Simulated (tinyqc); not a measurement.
Lateral field, substrate current, probability of reaching the oxide barrier and hot-carrier lifetime of a silicon transistor (pseudo-two-dimensional and lucky-electron models): one step, computed by the program tinyqc. Command: `OMP_NUM_THREADS=1 python tinyqc.py 3015863 3015864 out.jsonl hotcar walk`. One thread of a shared host (Intel(R) Xeon(R) Processor @ 2.30GHz), about 0.01 s of CPU time with the checks.

Local-field models: a lucky carrier gains its energy at the peak field over a path free of collisions. Voltages are magnitudes.

Question. Hot-carrier currents and lifetime. C_ox = 3.9 eps_0/t; F_sat = 2 v_s/mu; V_Dsat = V_ov F_sat L/(V_ov + F_sat L), V_ov = V_G - V_T; I_D/W = C_ox v_s (V_ov - V_Dsat). Scale length l = 0.22 t^(1/3) x_j^(1/2) (all in cm); F_m = sqrt(((V_D - V_Dsat)/l_e)^2 + F_sat^2), with l_e = l; length of the velocity-saturated region l_e ln((V_D - V_Dsat)/(l_e F_sat) + F_m/F_sat). Substrate current I_sub/I_D = (A_i/B_i)(V_D - V_Dsat) exp(-B_i/F_m); probability of reaching the oxide barrier exp(-phi_b/(e lambda F_m)); lifetime tau = (H/(I_D/W)) exp(phi_it/(e lambda F_m)).

Inputs (values chosen for the exercise, modelled on a silicon p-channel):
```
quantity                             value                      unit
channel length L                       870                        nm
oxide thickness t                       15                        nm
junction depth x_j                     280                        nm
mobility mu                            140                cm^2/(V s)
saturation velocity v_s               0.73                  1e7 cm/s
threshold voltage V_T                 0.45                         V
gate voltage V_G                       2.5                         V
drain voltage V_D                      6.4                         V
ionisation prefactor A_i           8.1e+06                      1/cm
ionisation field B_i                  3.56                     MV/cm
hot-carrier mean free path lambda      4.6                        nm
oxide barrier phi_b                    4.6                        eV
interface-trap threshold phi_it        4.5                        eV
lifetime constant H                     30  s microampere/micrometre
```

Drain: abrupt.

Constants: eps_0 = 8.8541878128e-12 F/m.

Give: I_sub/I_D; substrate current I_sub/W; probability of reaching phi_b; lifetime tau; exponent m = phi_it/(e lambda B_i).

Answer.

I_sub/I_D = 7.091e-04

substrate current I_sub/W = 0.04503 microampere/micrometre

probability of reaching phi_b = 1.802e-12

lifetime tau = 1.457e+11 s

exponent m = phi_it/(e lambda B_i) = 2.748

Since both exponentials depend on 1/F_m, tau I_D scales about as (I_sub/I_D)^(-m) with m = 2.75, which lets I_sub serve as the monitor. The lifetime is 462 times ten years (3.156e8 s).
